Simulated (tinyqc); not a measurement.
Configuration-coordinate model of carrier capture at a defect: sweeps and comparisons. A value that a table varies takes the place of the one given here.

Two parabolas of equal curvature k in one coordinate Q: with the carrier free at the band edge, U_f = k Q^2/2; with the carrier trapped, U_t = k (Q - dQ)^2/2 - ET. ER = k dQ^2/2, Huang-Rhys factor S = ER/hw, hw = 0.0646541 sqrt(k/M) eV for k in eV/angstrom^2 and M in u. The curves cross at a height Eb = (ER - ET)^2/(4 ER) above the free minimum.

Multiphonon factor for giving p = ET/hw phonons to the lattice: W = exp(-S (2 nb + 1)) ((nb + 1)/nb)^(p/2) I_p(x), nb = 1/(exp(hw/kT) - 1), x = 2 S sqrt(nb (nb + 1)), I_p the modified Bessel function. Classical limit: W = hw exp(-Eb/kT)/sqrt(4 pi ER kT). At T = 0: exp(-S) S^p/Gamma(p + 1).

Constants: kB = 8.617333262e-05 eV/K.

Parameters, chosen for this exercise (of the size met at a deep level in Si; not measured data): ET = 0.35 eV (thermal depth of the level below the band edge); ER = 0.12 eV (relaxation energy); hw = 0.035 eV (phonon energy of the mode); T = 150 K (temperature).

## Capture against temperature

The local activation energy is -d ln W/d(1/kT), by central differences with T changed by 1 %.

Against T:

| T (K) | kT/hw | log10 W | log10 W, classical | activation energy (eV) |
|---|---|---|---|---|
| 40 | 0.098 | -2.698 | -14.199 | 0.0000 |
| 60 | 0.148 | -2.696 | -9.659 | 0.0002 |
| 80 | 0.197 | -2.686 | -7.407 | 0.0009 |
| 120 | 0.295 | -2.636 | -5.181 | 0.0050 |
| 160 | 0.394 | -2.553 | -4.086 | 0.0117 |
| 220 | 0.542 | -2.407 | -3.209 | 0.0234 |
| 300 | 0.739 | -2.224 | -2.603 | 0.0378 |
| 400 | 0.985 | -2.037 | -2.202 | 0.0513 |
| 550 | 1.354 | -1.841 | -1.893 | 0.0625 |

log10 W at T = 0 = -2.698
Eb = 0.1102 eV

How do the results move?

At 40 K log10 W is -2.70, against -2.70 at T = 0 and -14.2 classically; at 550 K the two forms differ by +0.05. The activation energy read from an Arrhenius plot goes from 0.000 eV at 40 K to 0.062 at 550 K, with its largest value 0.062 at 550 K, against Eb = 0.110 eV; the classical form itself gives Eb - kT/2. A measured slope therefore understates the barrier.

## Capture against depth of the level

ET is varied at fixed ER, hw and T, as by moving the band edge with alloying or pressure.

Against ET:

| ET/ER | ET (eV) | Eb (eV) | log10 W | log10 W, classical |
|---|---|---|---|---|
| 0.10 | 0.012 | 0.0243 | -1.200 | -1.417 |
| 0.25 | 0.030 | 0.0169 | -0.999 | -1.168 |
| 0.50 | 0.060 | 0.0075 | -0.789 | -0.853 |
| 0.75 | 0.090 | 0.0019 | -0.698 | -0.664 |
| 1.00 | 0.120 | 0.0000 | -0.701 | -0.601 |
| 1.25 | 0.150 | 0.0019 | -0.778 | -0.664 |
| 1.50 | 0.180 | 0.0075 | -0.918 | -0.853 |
| 2.00 | 0.240 | 0.0300 | -1.355 | -1.609 |
| 3.00 | 0.360 | 0.1200 | -2.708 | -4.633 |

What does this show?

Capture is fastest at ET/ER = 0.75 among these rows, where the barrier vanishes or nearly so. The classical form is symmetric about ET = ER; the quantum one gives -0.79 at 0.5 and -0.92 at 1.5, against -0.85 for both. At ET = 3 ER it lies 1.9 decades above the classical value: deep levels capture by emitting many phonons, and the rate falls with depth by 11.3 decades per eV between the last two rows. Rows deeper than the gap of the host are formal.

## Phonon side bands at T = 0

Weights exp(-S) S^j/j! of the line with j phonons, S = ER/hw; absorption at ET + j hw, emission at ET - j hw (a dash if negative).

Lines:

| j | weight | absorption (eV) | emission (eV) |
|---|---|---|---|
| 0 | 0.03243 | 0.350 | 0.350 |
| 1 | 0.11120 | 0.385 | 0.315 |
| 2 | 0.19063 | 0.420 | 0.280 |
| 3 | 0.21786 | 0.455 | 0.245 |
| 4 | 0.18674 | 0.490 | 0.210 |
| 5 | 0.12805 | 0.525 | 0.175 |
| 6 | 0.07317 | 0.560 | 0.140 |
| 7 | 0.03584 | 0.595 | 0.105 |
| 8 | 0.01536 | 0.630 | 0.070 |
| 9 | 0.00585 | 0.665 | 0.035 |
| 10 | 0.00201 | 0.700 | - |
| 11 | 0.00063 | 0.735 | - |
| 12 | 0.00018 | 0.770 | - |
| 13 | 0.00005 | 0.805 | - |

How do the results move?

The zero-phonon line holds 3.24 % of the band and the largest weight falls on j = 3, next to S = 3.43; the lines listed add to 1.0000.

## What each parameter does

Eb, log10 W and the full width 2.35482 sqrt(ER hw coth(hw/2kT)). Each row changes one parameter from the base and keeps the others.

Results:

| case | Eb (eV) | log10 W | full width (eV) |
|---|---|---|---|
| base | 0.1102 | -2.575 | 0.1632 |
| ET = 0.39 eV | 0.1519 | -3.126 | 0.1632 |
| ER = 0.17 eV | 0.0476 | -1.736 | 0.1942 |
| hw = 0.042 eV | 0.1102 | -2.301 | 0.1738 |
| T = 180 K | 0.1102 | -2.505 | 0.1695 |

How do the results move?

The largest shifts from the base row, up to three for each result and ties (the steps differ in size, so this ranks the rows, not the parameters). Eb (eV): ER -0.0626, ET +0.0417; unchanged at the printed digits by hw and T. log10 W: ER +0.839, ET -0.551, hw +0.275. full width (eV): ER +0.0310, hw +0.0106, T +0.0064; unchanged at the printed digits by ET.

Run: tinyqc, `OMP_NUM_THREADS=1 python tinyqc.py 1451595 1451596 out.jsonl`; Intel(R) Xeon(R) Processor @ 2.30GHz, one thread, shared host; about 0.01 s of CPU time with all checks.
